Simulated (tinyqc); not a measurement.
Inside a calculation. Method: RKS/PBE in the sto-6g basis, for H3-, spin multiplicity 1. The basis has no diffuse functions, so it cannot describe the extra electron: this is an exercise in the method, not the real anion. One step of it, computed by the program tinyqc.

Question. Iteration 2: building the Kohn-Sham matrix. J_ij = sum D_kl (ij|kl); F = H + J + V_xc; E = tr D H + tr D J / 2 + E_xc + E_nn.

D after iteration 1:
```
          1H 1s      2H 1s      3H 1s
1H 1s  0.455880   0.389695   0.389695
2H 1s  0.389695   1.479650  -0.813412
3H 1s  0.389695  -0.813412   1.479650
```

core Hamiltonian H = T + V (hartree):
```
           1H 1s      2H 1s      3H 1s
1H 1s  -1.514958  -0.889200  -0.889200
2H 1s  -0.889200  -1.262832  -0.243742
3H 1s  -0.889200  -0.243742  -1.262832
```

Two-electron integrals (ij|kl) in chemists' order, unique and non-zero (hartree):
```
(11|11) 0.774999   (21|11) 0.318769   (21|21) 0.166364   (22|11) 0.484591
(22|21) 0.318769   (22|22) 0.774999   (31|11) 0.318769   (31|21) 0.122321
(31|22) 0.180749   (31|31) 0.166364   (32|11) 0.075712   (32|21) 0.034632
(32|22) 0.060078   (32|31) 0.034632   (32|32) 0.008367   (33|11) 0.484591
(33|21) 0.180749   (33|22) 0.268901   (33|31) 0.318769   (33|32) 0.060078
(33|33) 0.774999
```

nuclear repulsion = 1.34994186 hartree

V_xc (hartree):
```
           1H 1s      2H 1s      3H 1s
1H 1s  -0.459467  -0.226703  -0.226703
2H 1s  -0.226703  -0.500511  -0.051606
3H 1s  -0.226703  -0.051606  -0.500511
```

E_xc = sum of w rho eps_xc = -1.52455246 hartree

Give: Coulomb J; Kohn-Sham matrix F; total energy of this density.

Answer.

Coulomb J (hartree):
```
        1H 1s   2H 1s   3H 1s
1H 1s  2.1611  1.0531  1.0531
2H 1s  1.0531  2.0571  0.2527
3H 1s  1.0531  0.2527  2.0571
```

Kohn-Sham matrix F (hartree):
```
         1H 1s    2H 1s    3H 1s
1H 1s   0.1867  -0.0628  -0.0628
2H 1s  -0.0628   0.2938  -0.0427
3H 1s  -0.0628  -0.0427   0.2938
```

total energy of this density = -1.440264 hartree
